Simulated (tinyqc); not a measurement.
# Worked calculation: floating body of a partially depleted SOI transistor: body voltage and kink

Numbers from tinyqc (`OMP_NUM_THREADS=1 python tinyqc.py 2182263 2182264 out.jsonl`; about 0.2 s on one thread of a shared Intel Xeon 2.30GHz). Printed values are rounded.

Source at 0 V. Channel current Ic = 2 nf K Vt^2 [F(0) - F(Vd)](1 + la Vd), F(V) = ln^2(1 + exp((Vg - VT - nf V)/(2 nf Vt))), VT = VT0 - gb Vb. Saturation voltage Vs = 2 Vt sqrt(F(0)) + 3 Vt, excess Ve = (Vd - Vs + sqrt((Vd - Vs)^2 + 0.0004 V^2))/2, multiplication M1 = Ai Ve exp(-Bl/Ve). Each junction passes D(v) = J1 (exp(v/Vt) - 1) + J2 (exp(v/(2 Vt)) - 1). Bipolar current Ib = bb J1 (exp(Vb/Vt) - 1). The body settles where M1 (Ic + Ib) = D(Vb) + D(Vb - Vd) + Vb/Rb; drain current Id = (1 + M1)(Ic + Ib) - D(Vb - Vd).

Parameters, values chosen for the exercise; values of the order met in partially depleted silicon-on-insulator transistors:
- T = 358 K (temperature)
- VT0 = 0.5 V (threshold at zero body voltage)
- gb = 0.23 (fall of the threshold per volt of body voltage)
- nf = 1.44 (slope factor)
- K = 350 uA/(V^2 um) (gain factor per width)
- la = 0.04 1/V (channel-length modulation factor)
- Ai = 1.16 1/V (impact-ionisation prefactor)
- Bl = 4.2 V (impact-ionisation voltage)
- J1 = 3.6e-10 uA/um (diffusion saturation current of each junction)
- J2 = 1.1e-8 uA/um (recombination saturation current of each junction)
- bb = 1 (gain of the lateral bipolar transistor on the diffusion current)
- Rb = 1e9 kohm um (resistance of a weak body tie to the source (1e9 stands for no tie, and the term is then dropped))
- Vg = 1.04 V (gate voltage)
- Vd = 1.6 V (drain voltage)

Constants: q = 1.602176634e-19 C, kB = 1.380649e-23 J/K, Vt = kB T/q. Results are converted to the units shown.

Range of the model: The multiplication law is an empirical form chosen for the exercise; self-heating and capacitive coupling to the body are left out, and the linear laws are rough once Vb passes about 0.7 V or M1 about 0.1.

## Starting value

Vb = 0.6 V.

Vb at the start = 0.6 V

## Iteration 1: new Vb

Current into the body I_in = M1 (Ic + Ib) - D(Vb - Vd), current out I_out = D(Vb) + Vb/Rb; f = ln(I_in/I_out), s = df/dVb by central differences over 1e-5 V, Vb(new) = Vb - f/s.

Ic = 59.44725 uA/um
Ve = 1.036683 V
M1 = 0.02092236
I_in = 1.245883 uA/um
I_out = 0.1008442 uA/um
f = 2.514023
s = -32.43137 1/V
Vb after iteration 1 = 0.6775182 V

## Iteration 2: new Vb

As before.

Ic = 62.61329 uA/um
Ve = 1.024308 V
M1 = 0.01968515
I_in = 1.257001 uA/um
I_out = 1.242665 uA/um
f = 0.01147048
s = -31.92292 1/V
Vb after iteration 2 = 0.6778776 V

## Iteration 3: new Vb

As before.

Ic = 62.62815 uA/um
Ve = 1.024251 V
M1 = 0.01967953
I_in = 1.257221 uA/um
I_out = 1.257220 uA/um
f = 1.208946e-6
s = -31.91618 1/V
Vb after iteration 3 = 0.6778776 V

## Course of the iteration

Stop when the step is below 1e-10 V, or after 40 iterations.

Course of the iteration:
```
iteration  Vb before the step (V)  step (V)
1                             0.6    0.0775
2                       0.6775182   3.59e-4
3                       0.6778776   3.79e-8
4                       0.6778776   < 1e-14
```

Converged in 4 iterations.

## Drain current with floating and with grounded body

converged Vb = 0.6778776 V

Id and VT at the converged Vb, Id at Vb = 0, their ratio, and the bipolar share Ib/(Ic + Ib).

VT = 0.3440882 V
Id, floating = 65.14195 uA/um
Id, grounded = 38.94847 uA/um
ratio = 1.672516
bipolar share = 1.966936 %

The body rises to 0.678 V and lowers the threshold by 156 mV.
